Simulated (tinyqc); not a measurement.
Minority carriers and saturation current of a heavily doped emitter: one step of the calculation.

n-type, parabolic bands, full ionisation. eta = (EF - Ec)/kB T solves N = Nc F12(eta), F12(x) = (2/sqrt(pi)) int_0^infinity sqrt(u)/(1 + exp(u - x)) du. The gap shrinks rigidly by dEg = a3 y^(1/3) + a4 y^(1/4) + a2 y^(1/2), y = N/1e18 cm^-3, an empirical law that is here taken as the true narrowing.

Question. Effective intrinsic density. ni = sqrt(Nc Nv) exp(-Eg/(2 Vt)), Eg in volts; degeneracy factor g = F12(eta) exp(-eta); nie^2 = ni^2 exp(dEg/kB T) g, p0 = nie^2/N; apparent narrowing dEg + kB T ln g.

Parameters, values chosen for the exercise; band and dielectric values those of a made-up semiconductor: temperature T = 250 K; band gap Eg = 1.42 eV; conduction-band density of states at 250 K Nc = 2.21e19 cm^-3; valence-band density of states at 250 K Nv = 1.65e19 cm^-3; ionised donor density N = 2e19 cm^-3; coefficient of (N/1e18)^(1/3) a3 = 19.6 meV; coefficient of (N/1e18)^(1/4) a4 = 6.4 meV; coefficient of (N/1e18)^(1/2) a2 = 1.1 meV.

Constants: q = 1.602176634e-19 C, kB = 1.380649e-23 J/K, Vt = kB T/q. Results are converted to the units shown.

converged eta = 0.21616551

Give: ni; dEg; g; apparent narrowing; nie; p0.

Answer.

ni = 9.289e4 cm^-3
dEg = 71.66 meV
g = 0.7291
apparent narrowing = 64.85 meV
nie = 4.184e5 cm^-3
p0 = 8.754e-9 cm^-3

Narrowing multiplies p0 by 27.8 and degeneracy by 0.729.

Range of the model: Band tails, non-parabolic bands and incomplete ionisation are left out.

Program tinyqc, `OMP_NUM_THREADS=1 python tinyqc.py 2330017 2330018 out.jsonl`; Intel Xeon 2.30GHz, shared host, one thread, about 0.01 s.
